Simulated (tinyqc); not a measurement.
Changing the temperature T: growth of a silicide layer between metal and silicon: linear-parabolic kinetics, ramp anneals and Kissinger analysis. Computed by tinyqc, a small Python program. Command: `OMP_NUM_THREADS=1 python tinyqc.py 3001034 3001035 out.jsonl silicide sweep`. One thread of a shared host (Intel(R) Xeon(R) Processor @ 2.30GHz), about 0.06 s of CPU time with the checks.

One compound layer of thickness x grows by diffusion through itself and reaction at an interface, dx/dt = 1/(2x/K + 1/v), until the metal is used up at x = a h.

Inputs (values chosen for the exercise, modelled on TiSi2):
```
quantity                                 value    unit
metal thickness h                           15      nm
silicide formed per metal thickness a     2.51       -
prefactor of the parabolic constant K  9.7e+10  nm^2/s
activation energy E of K                  1.72      eV
prefactor of the interface velocity v  3.4e+10    nm/s
activation energy E_v                     1.89      eV
time t                                      14       s
```

Constants: k_B = 8.617333262e-05 eV/K.

Method:
- The silicide ends at the thickness a h.
- K = K0 exp(-E/(k_B T)), v = v0 exp(-E_v/(k_B T)).
- Temperatures in kelvin are T(C) + 273.15.
- x^2/K + x/v = t, so x = (K/(2v)) [sqrt(1 + 4 v^2 t/K) - 1], capped at a h; completion time t_c = (a h)^2/K + a h/v, a h being the final thickness; crossover thickness K/v.

One run for each value:
```
temperature T (C)  completion time (s)  thickness at time t (nm)  crossover thickness (nm)
610                             163.09                     6.307                    26.633
630                              96.89                     9.761                    25.347
650                              58.91                    14.356                    24.176
670                              36.60                    20.203                    23.105
690                              23.20                    27.411                    22.123
710                              14.99                    36.105                    21.220
730                               9.86                    37.650                    20.388
750                               6.59                    37.650                    19.619
770                               4.48                    37.650                    18.907
```

What does the table show, and why?

Over the rows, completion time (s) falls from 163 to 4.48; thickness at time t (nm) rises from 6.31 to 37.6, flat over part of the range; crossover thickness (nm) falls from 26.6 to 18.9. The apparent activation energy of 1/t_c is 1.79 eV between the first rows and 1.78 eV between the last, between E and E_v.

Caution (all rows): a disilicide really forms through metal-rich phases and by nucleation, not as one layer from the metal.

Extremes, crossings and ranges named in words are read from the listed rows.
